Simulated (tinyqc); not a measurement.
From results back to parameters: polar nitride quantum well with polarisation fields. Two cases, with inputs chosen for the exercise.

Problem. The field in the well was computed from a hidden polarisation difference.

In a periodic stack without free charge the potential drop over a period vanishes: F_w = (P_b - P_w) Lb/(eps0 (eps_w Lb + eps_b Lw)), F_b = -F_w Lw/Lb, eps0 = 8.8541878e-12 F/m; 1 MV/cm = 1e8 V/m = 0.01 V/angstrom.

Find: P_b - P_w; sheet charge |P_b - P_w|/e, e = 1.602176634e-19 C; F_w for very thick barriers.

Method. P_b - P_w = eps0 F_w (eps_w Lb + eps_b Lw)/Lb; for Lb much larger than Lw the field tends to (P_b - P_w)/(eps0 eps_w).

Case 1.

Values chosen (near those of a GaN well in AlN; not measured data): Lw = 14 angstrom (well width); Lb = 115 angstrom (barrier width); eps_w = 10.4 (dielectric constant); eps_b = 10 (dielectric constant).

F_w = -10.4621 MV/cm

Solution.

P_b - P_w = -0.1076 C/m^2
sheet charge |P_b - P_w|/e, e = 1.602176634e-19 C = 6.72 x 1e13/cm^2
F_w for very thick barriers = -11.687 MV/cm

Case 2.

Values chosen (near those of an InGaN well in GaN; not measured data): Lw = 18 angstrom (well width); Lb = 100 angstrom (barrier width); eps_w = 10.7 (dielectric constant); eps_b = 10.3 (dielectric constant).

F_w = -1.4640 MV/cm

Solution.

P_b - P_w = -0.0163 C/m^2
sheet charge |P_b - P_w|/e, e = 1.602176634e-19 C = 1.02 x 1e13/cm^2
F_w for very thick barriers = -1.718 MV/cm

Computed by tinyqc, one run a case: `OMP_NUM_THREADS=1 python tinyqc.py N N+1 out.jsonl` with N = 1282311, 1282312; one thread of a shared Intel(R) Xeon(R) Processor @ 2.30GHz, about 0.08 s a run at most.
